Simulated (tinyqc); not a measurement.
Worked calculation: nudged elastic band on a two-dimensional model surface. Computed by tinyqc, a small Python program that keeps every step. Command: `OMP_NUM_THREADS=1 python tinyqc.py 3008914 3008915 out.jsonl neb walk`. One thread of a shared host (Intel(R) Xeon(R) Processor @ 2.30GHz), about 0.2 s of CPU time with the checks. Intermediate numbers are printed to about 6 digits and carried at full precision; extremes and crossings named in words are read from the listed rows.

V(x, y) = h u^2 + t x + (kappa/2)(y + c u)^2 with u = x^2/w^2 - 1; the path runs from the minimum near (-w, 0) to that near (w, 0).

Inputs (values chosen for the exercise, for a model surface):
```
quantity                    value           unit
height h                     0.84             eV
half width w                  1.4       angstrom
transverse stiffness kappa      6  eV/angstrom^2
curvature c                  0.26       angstrom
tilt t                      0.052    eV/angstrom
movable images n                7              -
spring constant k_s           1.9  eV/angstrom^2
step factor eta             0.053  angstrom^2/eV
iteration cap                 600              -
```

Surface: curved double well. Climbing image: on.

## Stationary points

Newton steps x(new) = x - H^-1 grad V (moves limited to 0.3 angstrom) from (-w, 0), (w, 0) and (0, c) give the two minima and the saddle.

positions (angstrom):
```
               x         y
start   -1.41493  -0.00557
end      1.38458   0.00570
saddle   0.03035   0.25988
```

energies (eV): start -0.073190, end 0.072401, saddle 0.840789

barrier from the start = 0.913979 eV

## Straight-line start

Images are spaced evenly on the line between the minima.

images at the start (angstrom):
```
                x         y
image 1  -1.06499  -0.00417
image 2  -0.71505  -0.00276
image 3  -0.36511  -0.00135
image 4  -0.01517   0.00006
image 5   0.33476   0.00147
image 6   0.68470   0.00288
image 7   1.03464   0.00429
```

energies above the start (eV): 0.20571  0.60891  0.96194  1.11486  1.01540  0.70900  0.33879

The highest image lies +0.2009 eV from the true barrier.

## Iteration 1

Tangent at image i: towards the higher neighbour if the energies rise or fall through i; at a maximum or minimum, tau = t+ dmax + t- dmin if V(i+1) > V(i-1), else t+ dmin + t- dmax, with t+ = R(i+1) - R(i), t- = R(i) - R(i-1) and dmax, dmin the larger and smaller of |V(i+1) - V(i)| and |V(i-1) - V(i)|; then normalise. Force F = -grad V + (grad V.tau) tau + k_s (|t+| - |t-|) tau. With a climbing image, the highest image feels instead F = -grad V + 2 (grad V.tau) tau and no spring. Update R(new) = R + eta F; the end points stay fixed.

unit tangents:
```
                x         y
image 1  0.999992  0.004026
image 2  0.999992  0.004026
image 3  0.999992  0.004026
image 4  0.999992  0.004026
image 5  0.999992  0.004026
image 6  0.999992  0.004026
image 7  0.999992  0.004026
```

forces (eV/angstrom):
```
                x        y
image 1  -0.00276  0.68633
image 2  -0.00473  1.17432
image 3  -0.00590  1.46509
image 4   0.07173  1.56008
image 5  -0.00588  1.45947
image 6  -0.00469  1.16533
image 7  -0.00273  0.67846
```

images after iteration 1 (angstrom):
```
                x        y
image 1  -1.06514  0.03221
image 2  -0.71530  0.05948
image 3  -0.36542  0.07630
image 4  -0.01137  0.08275
image 5   0.33445  0.07882
image 6   0.68445  0.06464
image 7   1.03450  0.04025
```

## Iteration 2

The formulas are those given above.

unit tangents:
```
                x          y
image 1  0.996975   0.077721
image 2  0.998846   0.048017
image 3  0.999834   0.018195
image 4  1.000000   0.000062
image 5  0.999936  -0.011345
image 6  0.999180  -0.040483
image 7  0.997580  -0.069523
```

forces (eV/angstrom):
```
                x        y
image 1  -0.04345  0.53459
image 2  -0.04190  0.84718
image 3  -0.01108  1.00903
image 4   0.07457  1.06343
image 5   0.01983  1.00436
image 6   0.03509  0.83781
image 7   0.03832  0.52549
```

images after iteration 2 (angstrom):
```
                x        y
image 1  -1.06744  0.06054
image 2  -0.71752  0.10438
image 3  -0.36601  0.12978
image 4  -0.00742  0.13911
image 5   0.33550  0.13205
image 6   0.68631  0.10905
image 7   1.03653  0.06810
```

## All iterations

Start on the straight line; stop when the largest force is below 1e-4 or above 1e6 eV/angstrom.

Course of the band:
```
iteration  highest image (eV)  largest force (eV/angstrom)
1                     1.11486                  1.56173e+00
2                     1.00673                  1.06605e+00
3                     0.95660                  7.28322e-01
4                     0.93339                  4.98296e-01
5                     0.92267                  3.41718e-01
6                     0.91775                  2.35261e-01
7                     0.91550                  1.63034e-01
8                     0.91450                  1.14202e-01
9                     0.91406                  8.13633e-02
...                       ...                          ...
106                   0.91398                  1.55069e-04
107                   0.91398                  1.46067e-04
108                   0.91398                  1.37582e-04
109                   0.91398                  1.29587e-04
110                   0.91398                  1.22052e-04
111                   0.91398                  1.14952e-04
112                   0.91398                  1.08262e-04
113                   0.91398                  1.01958e-04
114                   0.91398                  9.60191e-05
```

Band at the end:
```
image  x (angstrom)  y (angstrom)    E (eV)
0          -1.41493     -0.005574  0.000000
1          -1.07171      0.134204  0.163553
2          -0.70883      0.209579  0.501657
3          -0.34015      0.247883  0.799286
4           0.03035      0.259878  0.913979
5           0.37721      0.245019  0.815315
6           0.72228      0.206428  0.563827
7           1.06201      0.134420  0.281559
8           1.38458      0.005696  0.145591
```

energy of the highest image = 0.913979 eV

iterations = 114

largest force at the end = 9.60191e-05 eV/angstrom

Converged in 114 iterations. The climbing image sits on the saddle, so its energy is the barrier.

## Plain band against climbing image

Images are counted without the end points, and convergence is judged on the largest force on an image. Each run starts on the straight line with the same k_s and eta, for at most 1500 iterations; errors are against the Newton saddle; a dash marks a run that did not reach 1e-4 eV/angstrom.

Error of the highest image (meV) and iterations:
```
images  plain, error  plain, iterations  climbing, error  climbing, iterations
2           -148.585                 34                0                    95
3             -1.867                 47                0                    71
4            -48.220                 54                0                   102
5             -1.868                 66                0                    84
6            -21.220                 75                0                   133
8            -10.834                100                0                   174
10            -6.004                125                0                   221
```

The plain band underestimates the barrier by 1.87 to 148.59 meV, depending on how near an image falls to the saddle (worst for 2 images, best for 3). The climbing image is within about 0.001 meV in every converged run, so few images suffice for the barrier.

Checks made by the program: climbing image against the Newton saddle (relative difference below 1e-10).
